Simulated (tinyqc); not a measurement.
# Fully depleted semiconductor-on-insulator film with two gates, non-linear Poisson equation by Newton steps: two studies

One dimension across the film, front interface at x = 0, back interface at x = ts. psi is counted from the intrinsic level, n = ni exp(psi/Vt) (source grounded), holes neglected, acceptors ionised. Gates act through Cox = eps0 eox/tox and Cbox = 3.9 eps0/tb with potentials G1 = Vg - (phiM - chi - Vt ln(Nc/ni)) and G2 = Vb - (phiB - chi - Vt ln(Nc/ni)). Classical Boltzmann densities, no interface charge, no depletion in the back plane.

Parameters, values chosen for the exercise; band and dielectric values close to those of silicon:
```
symbol,value,unit,meaning
T,300,K,temperature
Eg,1.12,eV,band gap
eps_r,11.5,,relative permittivity
Nc,2.85e19,cm^-3,conduction-band density of states at T
Nv,2.66e19,cm^-3,valence-band density of states at T
chi,4,eV,electron affinity
eox,25,,relative permittivity of the gate insulator (close to zirconium oxide)
tox,2.8,nm,insulator thickness
ts,6.2,nm,film thickness
tb,150,nm,buried-oxide thickness (eps_r 3.9)
Na,1e15,cm^-3,acceptor density of the film
phiM,4.56,eV,work function of the front gate
phiB,4.5,eV,work function of the back plane
Vb,0,V,back-gate voltage
```

Constants: q = 1.602176634e-19 C, kB = 1.380649e-23 J/K, Vt = kB T/q, eps0 = 8.8541878128e-14 F/cm where lengths are in cm. Results are converted to the units shown.

Each table varies one quantity; the others keep the values above.

## Charge against front-gate voltage

ni = sqrt(Nc Nv) exp(-Eg/(2 Vt)), Eg in volts. The Poisson equation eps0 eps_r d2psi/dx2 = q (n + Na), with -eps0 eps_r dpsi/dx = Cox (G1 - psi) at x = 0 and eps0 eps_r dpsi/dx = Cbox (G2 - psi) at x = ts, is solved on 300 equal intervals with half boxes at both ends; N_inv is the trapezoid sum of n. Swing = ln 10/(d ln N_inv/dVg); the last column is (dN_inv/dVb)/(dN_inv/dVg).

Charge against front-gate voltage:

| Vg (V) | psi front (V) | psi back (V) | N_inv (cm^-2) | centroid/ts | swing (mV/decade) | q dN_inv/dVg over Cox | back/front leverage |
|---|---|---|---|---|---|---|---|
| 0.03 | 0.0310 | 0.0313 | 2.23e4 | 0.501 | 60.1 | 1.73e-8 | 0.00987 |
| 0.18 | 0.181 | 0.179 | 6.97e6 | 0.495 | 60.1 | 5.41e-6 | 0.00978 |
| 0.33 | 0.330 | 0.326 | 2.17e9 | 0.488 | 60.4 | 0.00168 | 0.00967 |
| 0.48 | 0.472 | 0.452 | 3.58e11 | 0.433 | 96.3 | 0.173 | 0.00829 |
| 0.63 | 0.565 | 0.483 | 3.19e12 | 0.245 | 261 | 0.569 | 0.00476 |
| 0.78 | 0.613 | 0.488 | 8.24e12 | 0.148 | 502 | 0.766 | 0.00372 |
| 0.93 | 0.641 | 0.489 | 1.43e13 | 0.105 | 783 | 0.850 | 0.00339 |
| 1.08 | 0.660 | 0.490 | 2.07e13 | 0.0811 | 1.08e3 | 0.891 | 0.00324 |
| 1.23 | 0.674 | 0.490 | 2.74e13 | 0.0665 | 1.40e3 | 0.916 | 0.00315 |

Read the table: what changes, and by how much?

N_inv passes 1e11 cm^-2 at Vg = 0.435 V. The swing starts at 60.1 mV a decade, against (1 + k) Vt ln 10 = 59.7 for a front channel with k = Cs Cbox/(Cox (Cs + Cbox)) = 0.00287, Cs = eps0 eps_r/ts; above threshold this column is no longer a subthreshold swing. The centroid falls from 0.501 to 0.0665 of ts and the leverage of the back gate falls from 0.00987 to 0.00315. For Vg = 0.63, 0.78, 0.93, 1.08, 1.23 the density at an interface exceeds 0.3 Nc, where Boltzmann statistics fail. For Vg = 0.48, 0.63, 0.78, 0.93, 1.08, 1.23 the classical centroid lies within 3 nm of an interface, where confinement, left out, would push it away.

## Threshold and coupling against the insulator thickness

VT is the Vg for N_inv = 1e11 cm^-2; -dVT/dVb from the linearised equation. Limits with Cs = eps0 eps_r/ts: front channel Cs Cbox/(Cox (Cs + Cbox)), back channel Cbox (Cox + Cs)/(Cox Cs). Swing at N_inv = 1e8 cm^-2.

The same in every row: centroid/ts at VT = 0.469.

Results:

| tox (nm) | VT (V) | -dVT/dVb | front-channel limit | back-channel limit | swing (mV/decade) |
|---|---|---|---|---|---|
| 1.4 | 0.433 | 0.00777 | 0.00144 | 0.0155 | 60.0 |
| 2.8 | 0.435 | 0.00921 | 0.00287 | 0.0169 | 60.1 |
| 4 | 0.436 | 0.0105 | 0.00410 | 0.0182 | 60.2 |
| 5.6 | 0.438 | 0.0121 | 0.00574 | 0.0198 | 60.3 |
| 7.9 | 0.440 | 0.0145 | 0.00810 | 0.0222 | 60.4 |
| 11 | 0.444 | 0.0177 | 0.0113 | 0.0255 | 60.6 |

Estimate the missing row, tox = 2 nm.

Computed row:

| tox (nm) | VT (V) | -dVT/dVb | front-channel limit | back-channel limit | swing (mV/decade) |
|---|---|---|---|---|---|
| 2 | 0.434 | 0.00839 | 0.00205 | 0.0161 | 60.1 |

With this row back in the table: As tox goes from 1.4 to 11, VT rises from 0.433 to 0.444 V, the centroid stays at 0.469 of ts and -dVT/dVb rises from 0.00777 to 0.0177. The coupling covers 45.1 % of the way from the front-channel to the back-channel limit in the first row and 45.1 % in the last.

Range of the model: In so thin a film or at such density quantum confinement moves the charge away from the interfaces and raises the threshold.

Program tinyqc, `OMP_NUM_THREADS=1 python tinyqc.py 2190125 2190126 out.jsonl`; Intel Xeon 2.30GHz, shared host, one thread, about 0.5 s.
